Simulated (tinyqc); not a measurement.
# Worked calculation: piezoresistors in the (001) plane of a cubic crystal

Computed by the program tinyqc: `OMP_NUM_THREADS=1 python tinyqc.py 2530059 2530060 out.jsonl`, one thread of a shared Intel Xeon 2.30GHz, about 0.01 s for the whole run. Printed values are rounded.

Plane stress in crystal axes x = [100], y = [010]. First-order piezoresistance: d rho_xx/rho = p11 sxx + p12 syy, d rho_yy/rho = p12 sxx + p11 syy, d rho_xy/rho = p44 sxy; a resistor along d = (cos th, sin th) changes by dR/R = d.(d rho/rho).d. Changes of geometry and second-order terms are left out.

Values chosen for this exercise; coefficients close to those of lightly doped n-type silicon:

| symbol | value | unit | meaning |
|---|---|---|---|
| p11 | -101 | x 1e-11/Pa | piezoresistive coefficient |
| p12 | 56.8 | x 1e-11/Pa | piezoresistive coefficient |
| p44 | -12.8 | x 1e-11/Pa | piezoresistive coefficient |
| th | 30 | deg | angle of the current from [100] |
| Sx | -140 | MPa | stress sxx |
| Sy | 179 | MPa | stress syy |
| St | -80 | MPa | shear stress sxy |
| Vb | 1.2 | V | bridge supply |
| E | 178 | GPa | Young's modulus along [110] |

## Change of the resistivity tensor

As in the introduction.

d rho/rho (%):
```
         x         y
x  24.3072    1.0240
y   1.0240  -26.0310
```

## Resistors at th and th + 90 degrees, and the bridge

dR/R = d.(d rho/rho).d. A full bridge with two resistors of each kind in opposite arms gives Vout = Vb (a - b)/(2 + a + b), a and b the two dR/R.

dR/R at th = 12.6095 %
dR/R at th + 90 = -14.3333 %
Vout = 163.062 mV

## Longitudinal and transverse coefficients

For uniaxial stress along or across the current: pL = p11 - (A/2) sin^2(2 th), pT = p12 + (A/2) sin^2(2 th), A = p11 - p12 - p44. Gauge factor along [110]: E (p11 + p12 + p44)/2.

A = -145 x 1e-11/Pa
pL = -46.6250 x 1e-11/Pa
pT = 2.425 x 1e-11/Pa
gauge factor = -50.73
